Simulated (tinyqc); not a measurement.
Ballistic Schottky-barrier transistor with a two-dimensional channel, WKB contacts: one step of the calculation.

Source Fermi level 0, drain Fermi level -Vd. Far from the contacts Ec = pn - psi, and the gate moves psi one to one; the band edges relax as exp(-x/lam) from pn at the source and pn - Vd at the drain; Ev = Ec - Eg. A carrier of energy w inside the channel band meets at a contact a barrier of height D (the contact edge beyond the channel edge): T = 1 for w >= D, else exp(-S), S = 4 lam sqrt(m/C) [sqrt(D - w) - sqrt(w) arctan sqrt((D - w)/w)], C = hbar^2/(2 m0). The two contacts combine as Ts Td/(Ts + Td - Ts Td).

Task. Transmission of one of the holes. S and T at both contacts for w = w0, and the tunnelling distance lam ln(D/w) at the higher barrier.

Values chosen for this exercise; channel values close to those of a black phosphorus layer:

| symbol | value | unit | meaning |
|---|---|---|---|
| mp | 0.15 | m0 | hole mass |
| lam | 4.1 | nm | screening length at the contacts |
| w0 | 0.034 | eV | energy of one carrier inside the channel band |

Constants: q = 1.602176634e-19 C, hbar = 1.054571817e-34 J s, m0 = 9.1093837015e-31 kg, hbar^2/(2 m0) = 0.0380998212 eV nm^2. Results are converted to the units shown.

D for holes (eV): source -0.43000000, drain 0.07000000

Wanted: S at the source; S at the drain; combined T; tunnelling distance.

Result.

S at the source = 0
S at the drain = 1.3759
combined T = 0.25262
tunnelling distance = 2.9608 nm

Range of the model: No scattering, image-force lowering, channel charge or band-to-band tunnelling; parabolic kappa overstates S deep in the gap.

Computed by the program tinyqc: `OMP_NUM_THREADS=1 python tinyqc.py 2390043 2390044 out.jsonl`, one thread of a shared Intel Xeon 2.30GHz, about 0.3 s for the whole run.
